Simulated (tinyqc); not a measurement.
## Gate voltage for a given inversion charge

Inverse problem. p-type body, charge-sheet picture, depletion and inversion only, full ionisation (an idealisation for deep acceptors), Boltzmann statistics (rough once Na exp(x - xn) passes about Nc/7). In units of Vt: xg = (Vg - Vfb)/Vt, x = psi/Vt, G = gamma/sqrt(Vt), xn = (2 phiF + Vc)/Vt. The implicit equation is (xg - x)^2 = G^2 [x - 1 + exp(x - xn)] for x above about 3. Cox = eps0 eox/tox. ni = sqrt(Nc Nv) exp(-Eg/(2 Vt)), Eg in volts; phiF = Vt ln(Na/ni); gamma = sqrt(2 q eps0 eps_r Na)/Cox. N_inv = (Cox Vt G/q) [sqrt(x - 1 + exp(x - xn)) - sqrt(x - 1)]. Find x - xn, psi and Vg.

Inputs (values chosen for the exercise); band and dielectric values close to those of 4H silicon carbide: temperature T = 300 K; band gap Eg = 3.23 eV; relative permittivity eps_r = 9.77; conduction-band density of states at T Nc = 1.73e19 cm^-3; valence-band density of states at T Nv = 2.54e19 cm^-3; relative permittivity of the gate insulator (close to hafnium oxide) eox = 22.3; insulator thickness tox = 39 nm; acceptor density Na = 1.6e17 cm^-3; flat-band voltage Vfb = -0.65 V; channel-body voltage Vc = 0.5 V.

Constants: q = 1.602176634e-19 C, kB = 1.380649e-23 J/K, Vt = kB T/q, eps0 = 8.8541878128e-14 F/cm where lengths are in cm. Results are converted to the units shown.

N_inv = 1.7e11 cm^-2

Answer. N_inv rises steadily with x, so it fixes x; the implicit equation then gives xg directly.

x - xn = 2.967
psi = 3.555 V
Vg = 3.740 V

tinyqc, about 0.01 s, one thread, Intel Xeon 2.30GHz (shared host): `OMP_NUM_THREADS=1 python tinyqc.py 2122038 2122039 out.jsonl`
